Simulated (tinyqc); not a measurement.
Thermal displacements in the Debye model: Debye-Waller factors, bond-length spread and the Lindemann rule: one step, computed by the program tinyqc.

A Debye spectrum with three branches of one velocity, cut at k_B Theta; 4 atoms per cube, nearest neighbours at d = 0.707107 a.

Task: Spread of the bond length. Correlated Debye model: sigma^2 = (3 hbar^2/(M k_B Theta)) int_0^1 s coth(s Theta/(2T)) [1 - sin(s q_D R)/(s q_D R)] ds for two atoms at distance R, q_D = (6 pi^2 n)^(1/3), n atoms per volume; uncorrelated motion would give 2 <u_x^2>. An EXAFS amplitude is damped by exp(-2 k^2 sigma^2).

Inputs (values chosen for the exercise, modelled on copper):
```
quantity                     value        unit
atomic mass M                63.55           u
Debye temperature Theta        309           K
lattice constant a           3.615    angstrom
temperature T                  300           K
photoelectron wave number k     12  1/angstrom
```

Structure: fcc.

<u_x^2> = 0.007404808 angstrom^2

Constants: hbar^2/u = 4.18015928e-03 eV angstrom^2; k_B = 8.617333262e-05 eV/K.

Give: sigma^2 of the nearest bond; correlation 1 - sigma^2/(2 <u_x^2>); EXAFS damping.

Result:

sigma^2 of the nearest bond = 0.0092720 angstrom^2

correlation 1 - sigma^2/(2 <u_x^2>) = 0.37392

EXAFS damping = 0.069230

Neighbours move partly together, which removes 37 % of the uncorrelated spread.
